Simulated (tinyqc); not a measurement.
From one set of inputs to another, one input at a time: valley-orbit splitting of a donor ground state, with strain. Computed by tinyqc, a small Python program. Command: `OMP_NUM_THREADS=1 python tinyqc.py 3012648 3012649 out.jsonl valleyorbit ladder`. One thread of a shared host (Intel(R) Xeon(R) Processor @ 2.30GHz), about 0.01 s of CPU time with the checks.

The basis is the 1s envelope in each valley; energies are counted from the unstrained conduction-band edge. The strain is e_s (a a^T - 1/3) for the unit stress axis a, so valley j along n_j moves by Xi_u e_s w_j with w_j = (n_j.a)^2 - 1/3: +1/3 for [111] and [-1-11], -1/3 for the others.

The inputs printed are set A. Inputs not listed in the table keep their values of set A, so the rows need not describe a real material.

Inputs (values chosen for the exercise, for a model many-valley semiconductor):
```
quantity,value,unit
single-valley binding energy E_0,11.5,meV
central-cell shift Lambda,0.94,meV
coupling Delta_1,0.82,meV
shear deformation potential Xi_u,16.8,eV
shear strain e_s,-5.9e-05,-
```

Valleys: four along <111>. Stress axis: [110].

Method:
- H_jj = -(E_0 + Lambda) + Xi_u e_s w_j; H_jk = -Delta_1 between any two valleys.
- Diagonalise H; the ground vector has positive components. The density at the nucleus, and so the contact hyperfine coupling, scales as (sum_j c_j)^2/(number of valleys), which is 1 without strain; the envelopes are held fixed.
- The binding energy is counted from the lowest valley edge, min_j Xi_u e_s w_j; the gap is from the ground state to the next level.

Each row keeps all changes above it:
```
input moved,from,to,binding energy under strain (meV),gap to the first excited state (meV),hyperfine ratio A/A_0
set A,-,-,14.603,2.9826,0.99015
shear deformation potential Xi_u (eV),16.8,16.4,14.609,2.9889,0.99060
coupling Delta_1 (meV),0.82,0.86,14.727,3.1474,0.99143
single-valley binding energy E_0 (meV),11.5,9.67,12.897,3.1474,0.99143
central-cell shift Lambda (meV),0.94,0.18,12.137,3.1474,0.99143
shear strain e_s,-5.9e-05,3.6e-05,12.244,3.2544,0.99676
```

Where does the difference come from?

Binding energy under strain goes from 14.6 to 12.2, a factor 0.839 in all. The largest single move comes from single-valley binding energy E_0 (a factor 0.876). gap to the first excited state goes from 2.98 to 3.25, a factor 1.09 in all. The largest single move comes from coupling Delta_1 (a factor 1.05). Hyperfine ratio A/A_0 goes from 0.990 to 0.997, a factor 1.007 in all. The largest single move comes from shear strain e_s (a factor 1.005). The single moves hold for this order of the switches; the total does not depend on the order.

Extremes, crossings and ranges named in words are read from the listed rows.
